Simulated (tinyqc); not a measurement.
# Elastic trap-assisted tunnelling through a dielectric, step by step

tinyqc, about 0.04 s, one thread, Intel Xeon 2.30GHz (shared host): `OMP_NUM_THREADS=1 python tinyqc.py 2370125 2370126 out.jsonl` Printed values are rounded.

Emitter at x = 0 (Fermi level 0), collector at x = t (Fermi level -V), band edge U(x) = phi - F x, F = V/t. A trap at x has the energy E = U(x) - Et. With G(u) = (4/(3 F)) sqrt(mo/C) max(u, 0)^1.5, C = hbar^2/(2 m0): S1 = G(phi - E) - G(Et), S2 = G(Et) - G(phi - V - E), T1,2 = exp(-S1,2). The steady rate through one trap is nu T1 T2 (f1 - f2)/(T1 + T2), f1 = f(E), f2 = f(E + V), f(y) = 1/(1 + exp(y/Vt)); both contacts offer states at E.

Inputs (values chosen for the exercise); dielectric values close to those of aluminium oxide: temperature T = 300 K; barrier above the emitter Fermi level phi = 2.53 eV; tunnelling mass mo = 0.4 m0; thickness t = 5.4 nm; trap depth below the band edge of the dielectric Et = 2.19 eV; trap density Nt = 5.8e18 cm^-3; attempt frequency nu = 1e13 1/s; points of the grid n = 9; voltage V = 1.46 V; left end of the grid xa = 1.82 nm; right end of the grid xb = 3.07 nm.

Constants: q = 1.602176634e-19 C, kB = 1.380649e-23 J/K, hbar = 1.054571817e-34 J s, m0 = 9.1093837015e-31 kg, Vt = kB T/q, hbar^2/(2 m0) = 0.0380998212 eV nm^2. Results are converted to the units shown.

Range of the model: Phonon-assisted (inelastic) capture, chains of traps and a spread of trap depths are left out.

## Rate through a trap near the best position

n equally spaced x from xa to xb, where nearly all of the current flows; J = q Nt times the integral of the rate, by Simpson's rule.

```
point,x (nm),E (eV),S1,S2,f1 - f2,rate (1/s)
0,1.820000,-0.1520741,18.40038,30.19913,0.9972199,0.7646687
1,1.976250,-0.1943194,20.06516,29.07016,0.9994563,2.369750
2,2.132500,-0.2365648,21.74290,27.92216,0.9998939,7.457871
3,2.288750,-0.2788102,23.43349,26.75545,0.9999793,23.16601
4,2.445000,-0.3210556,25.13685,25.57033,0.9999960,47.63462
5,2.601250,-0.3633009,26.85287,24.36707,0.9999992,20.10079
6,2.757500,-0.4055463,28.58147,23.14594,0.9999998,3.848896
7,2.913750,-0.4477917,30.32255,21.90721,1.000000,0.6776215
8,3.070000,-0.4900370,32.07603,20.65112,1.000000,0.1173691
```

J = 1.471436e-6 A/cm^2

A converged quadrature gives 1.541e-6 A/cm^2; this grid is 4.5 % below that. The rate peaks at x = 2.45 nm; traps sink below the emitter Fermi level beyond x = 1.26 nm.

## The best-placed trap against direct tunnelling

xs = 2.45 nm

At x = xs: E, S1, S2 and the occupation (T1 f1 + T2 f2)/(T1 + T2). Direct tunnelling at E = 0 has S = (4/(3 F)) sqrt(mo/C) [phi^1.5 - max(phi - V, 0)^1.5].

E = -0.3224074 eV
S1 = 25.19157
S2 = 25.53210
occupation = 0.5843190
S of direct tunnelling = 46.61690

The harder of the two steps has S = 25.5, 54.8 % of the direct exponent: the trap splits one long tunnelling path into two short ones.
